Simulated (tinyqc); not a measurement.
Ways to converge the cycle: SCF convergence aids in the 6-311g basis, for H2+, spin multiplicity 2. Computed by the program tinyqc with PySCF. UHF with one setting changed at a time; a run stops when the energy changes by less than 1e-09 hartree and the error matrix is below 1e-5. The start is the Wolfsberg-Helmholz matrix. Damping d keeps d of the old density; a shift (hartree) raises the virtual levels; DIIS n extrapolates F over n matrices.

Geometry (angstrom):

| atom | x | y | z |
|---|---|---|---|
| H | 0.0000 | 0.0000 | 0.0000 |
| H | 0.0000 | 0.0000 | 1.4690 |

lowest solution found by these runs and by PySCF with stability checks = -0.573200 hartree

Largest element of the error matrix X^T (FDS - SDF) X:

| iteration | plain | damping 0.3 | damping 0.6 | shift 0.4 | DIIS 3 | DIIS 8 |
|---|---|---|---|---|---|---|
| 1 | 2.3e-01 | 2.3e-01 | 2.3e-01 | 2.3e-01 | 2.3e-01 | 2.3e-01 |
| 2 | 4.8e-02 | 1.0e-01 | 1.6e-01 | 7.8e-02 | 4.8e-02 | 4.8e-02 |
| 3 | 1.2e-02 | 4.7e-02 | 1.1e-01 | 3.0e-02 | 5.1e-03 | 5.1e-03 |
| 4 | 3.3e-03 | 2.1e-02 | 7.4e-02 | 1.3e-02 | 4.4e-04 | 4.4e-04 |
| 5 | 9.3e-04 | 9.9e-03 | 5.1e-02 | 6.0e-03 | 1.4e-06 | 3.5e-07 |
| 6 | 2.7e-04 | 4.7e-03 | 3.5e-02 | 3.1e-03 | 9.1e-10 | 1.5e-07 |
| 8 | 2.4e-05 | 1.1e-03 | 1.7e-02 | 8.1e-04 | - | - |
| 10 | 2.2e-06 | 2.7e-04 | 8.0e-03 | 2.0e-04 | - | - |
| 14 | - | 1.7e-05 | 1.9e-03 | 1.3e-05 | - | - |
| 20 | - | - | 2.4e-04 | - | - | - |
| 30 | - | - | 8.1e-06 | - | - | - |

How each run ends:

| run | iterations | E (hartree) | state |
|---|---|---|---|
| plain | 10 | -0.57320 | lowest found |
| damping 0.3 | 19 | -0.57320 | lowest found |
| damping 0.6 | 39 | -0.57320 | lowest found |
| shift 0.4 | 16 | -0.57320 | lowest found |
| DIIS 3 | 6 | -0.57320 | lowest found |
| DIIS 8 | 6 | -0.57320 | lowest found |

What does the comparison show, and why?

6 of 6 runs reach the lowest solution found, in 6 to 39 iterations (fastest: DIIS 3, DIIS 8). Plain steps already contract here, so damping only slows them. DIIS 3 and DIIS 8 gain by cancelling the error over several earlier matrices, much as a quasi-Newton step does.
